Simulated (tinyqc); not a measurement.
Input admittance of a MOSFET at zero drain bias: distributed channel and distributed gate: one step of the calculation.

Source and drain grounded, strong inversion, w = 2 pi f, Cox = eps0 eox/tox. The channel is an RC line of resistance 1/(mu Cox Vo) per square fed from both ends, so one finger has the intrinsic admittance y = i w Cox L tanh(g)/g per width, g = (1/2) sqrt(i w tau), tau = L^2/(mu Vo). The vertical resistance rv/L is in series with y, the overlaps 2 i w Cov in parallel: y_t = 1/(1/y + rv/L) + 2 i w Cov. The gate strip is a line of Rsh/L per length loaded by y_t, so a finger has Y = y_t Wf tanh(k)/k, k = (Wf/sd) sqrt(y_t Rsh/L); the device has Nf Y.

Problem. Low-frequency resistances and capacitance. Low-frequency limits, with c = Cox L and ct = c + 2 Cov: R_strip = Rsh Wf/(3 sd^2 L Nf), R_ch = (c/ct)^2 L/(12 mu Cox Vo Wf Nf), R_vert = (c/ct)^2 rv/(L Wf Nf), C = ct Wf Nf.

Inputs (values chosen for the exercise); values of the order met in silicon radio-frequency transistors: relative permittivity of the gate insulator (close to zirconium oxide) eox = 25.3; insulator thickness tox = 7.5 nm; channel length L = 0.13 um; finger width Wf = 18 um; number of fingers Nf = 32; channel mobility mu = 250 cm^2/(V s); gate overdrive Vo = 0.49 V; sheet resistance of the gate Rsh = 31 ohm/square; vertical resistivity of the gate stack rv = 2.2 ohm um^2; number of ends at which a finger is contacted sd = 2; overlap and fringe capacitance on each side Cov = 0.21 fF/um.

Constants: eps0 = 8.8541878128e-14 F/cm where lengths are in cm. Results are converted to the units shown.

Find: parts; sum; C; 1/(2 pi R C).

Solution.

parts (ohm): strip 11.178, channel 0.041859, vertical 0.023925
sum = 11.244 ohm
C = 2478.4 fF
1/(2 pi R C) = 5.7113 GHz

The strip term is the largest, 99.4 % of the sum.

Numbers from tinyqc (`OMP_NUM_THREADS=1 python tinyqc.py 2262062 2262063 out.jsonl`; about 0.01 s on one thread of a shared Intel Xeon 2.30GHz).
